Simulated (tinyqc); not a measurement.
What moves the exposure: standing waves and exposure in a photoresist film.

Normal incidence from air. Unexposed resist: N1 = n1 + i k1 with k1 = (A + B) lam/(4 pi), lam in micrometres. r01 = (1 - N1)/(1 + N1), t01 = 2/(1 + N1). Substrate Ns = ns + i ks: r12 = (N1 - Ns)/(N1 + Ns). With p = exp(2 pi i N1 d/lam), the field at depth z is E(z) = t01 [exp(2 pi i N1 z/lam) + r12 p^2 exp(-2 pi i N1 z/lam)]/(1 + r01 r12 p^2), the relative intensity I(z) = n1 |E(z)|^2 and the reflectance R = |(r01 + r12 p^2)/(1 + r01 r12 p^2)|^2.

Values chosen for the exercise (a resist on W, indices near tabulated ones; not measured data): lam = 193 nm (vacuum wavelength); n1 = 1.714 (resist index); A = 0 1/micrometre (bleachable absorption (Dill A)); B = 0.64 1/micrometre (fixed absorption (Dill B)); d = 143 nm (resist thickness); ns = 1.305 (substrate n); ks = 3.008 (substrate k).

The mean of I is over 800 depths. Each row changes one parameter from the base and keeps the others.

Results:
```
case                   |r12|^2       R  mean I  I at the bottom
base                    0.5025  0.3915  1.5855           0.6087
d = 153 nm              0.5025  0.5601  1.1163           0.4342
n1 = 1.731              0.5004  0.4253  1.4934           0.5810
B = 0.84 1/micrometre   0.5010  0.3663  1.5421           0.5890
ks = 2.707              0.4512  0.3645  1.4965           0.6548
ns = 1.435              0.4766  0.3661  1.5649           0.5861
```

The largest shifts from the base row, up to three for each result and ties (the steps differ in size, so this ranks the rows, not the parameters). |r12|^2: ks -0.0513, ns -0.0259, n1 -0.0020; unchanged at the printed digits by d. R: d +0.1686, n1 +0.0338, ks -0.0270. mean I: d -0.4692, n1 -0.0921, ks -0.0891. I at the bottom: d -0.1744, ks +0.0461, n1 -0.0276.

Program tinyqc; command `OMP_NUM_THREADS=1 python tinyqc.py 1652735 1652736 out.jsonl`; about 0.01 s on one thread of a shared Intel(R) Xeon(R) Processor @ 2.30GHz.
